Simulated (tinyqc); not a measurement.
# Changing the reverse bias V_R

Model: band-to-band tunnelling and avalanche in a reverse-biased abrupt junction. Computed by tinyqc, a small Python program. Command: `OMP_NUM_THREADS=1 python tinyqc.py 3023301 3023302 out.jsonl zener sweep`. One thread of a shared host (Intel(R) Xeon(R) Processor @ 2.30GHz), about 0.02 s of CPU time with the checks.

Direct Kane tunnelling in the local field (for indirect gaps the mass is an effective fit) and one ionisation coefficient for both carriers. N is the doping of the light side, or N_A N_D/(N_A + N_D) for the symmetric junction; the built-in voltage is taken as E_g/e.

Inputs (values chosen for the exercise, modelled on silicon):
```
quantity                                     value    unit
band gap at 300 K, E_g                        1.09      eV
gap narrowing with temperature, -dE_g/dT      0.26   meV/K
reduced tunnelling mass m_r                   0.22     m_0
permittivity eps                              11.7       -
ionisation prefactor a                     1.2e+06    1/cm
ionisation field at 300 K, b              1.52e+06    V/cm
relative rise of b with temperature            7.8  1e-4/K
effective doping N                         1.6e+18  1/cm^3
temperature T                                  400       K
```

Junction: one-sided.

Constants: eps_0 = 8.8541878128e-12 F/m; e = 1.602176634e-19 C; m_0 = 9.1093837015e-31 kg; hbar = 1.054571817e-34 J s.

Method:
- E_g(T) = E_g - (T - 300 K)(-dE_g/dT); b(T) = b [1 + (rise)(T - 300 K)]; w = sqrt(2 eps eps_0 (V_R + E_g/e)/(e N)); F_m = 2 (V_R + E_g/e)/w; the field falls linearly from F_m to 0 across w.
- Kane: G(F) = A F^2 exp(-B/F), A = e^2 sqrt(m_r)/(18 pi hbar^2 sqrt(E_g)), B = pi sqrt(m_r) E_g^(3/2)/(2 e hbar), SI units; J = e int G dx x V_R/(V_R + E_g/e), the last factor making J vanish at zero bias; int G dx = (w/F_m) int_0^F_m G dF by 64 Gauss-Legendre points.
- Avalanche: I = (w/F_m) int_0^F_m a exp(-b/F) dF by 64 Gauss-Legendre points, M = 1/(1 - I), breakdown at I = 1.

One run for each value:
```
reverse bias V_R (V)  tunnel current density (A/cm^2)  peak field F_m (MV/cm)   B/F_m  ionisation integral I
0.089                                      3.2191e-12                  0.7554  38.778                0.11047
0.130                                      9.5160e-12                  0.7687  38.107                0.11798
0.180                                      2.9701e-11                  0.7846  37.333                0.12735
0.350                                      6.6130e-10                  0.8365  35.017                0.16069
0.500                                      5.8149e-09                  0.8798  33.296                0.19177
0.710                                      7.1036e-08                  0.9370  31.263                0.23745
1.000                                      1.1278e-06                  1.0107  28.983                0.30387
1.400                                      2.1757e-05                  1.1043  26.527                0.40024
```

Give the missing row, reverse bias V_R (V) = 0.250.

Computed row:
```
reverse bias V_R (V)  tunnel current density (A/cm^2)  peak field F_m (MV/cm)   B/F_m  ionisation integral I
0.250                                      1.1909e-10                  0.8064  36.325                0.14082
```

Interpolating between the two neighbouring rows (the first column on a logarithmic scale, the others too where they are positive) misses most in tunnel current density (A/cm^2), by 16 %. Over the rows, tunnel current density (A/cm^2) rises from 3.22e-12 to 2.18e-5 (exponent d ln y / d ln x 2.9 between the first rows and 8.8 between the last); peak field F_m (MV/cm) rises from 0.755 to 1.10 (exponent d ln y / d ln x 0.046 between the first rows and 0.26 between the last); B/F_m falls from 38.8 to 26.5 (exponent d ln y / d ln x -0.046 between the first rows and -0.26 between the last). Between the last rows ln(J) against 1/F_m has the slope -35.3 MV/cm, to be set beside -B = -29.3; the prefactors make up the rest.

Caution (rows 0.0890, 0.130, 0.180, 0.250, 0.350, 0.500, 0.710, 1.00): V_R is below E_g/e, so the field drops by more than a quarter along the tunnelling path and the local Kane formula overestimates the current.

Extremes, crossings and ranges named in words are read from the listed rows.
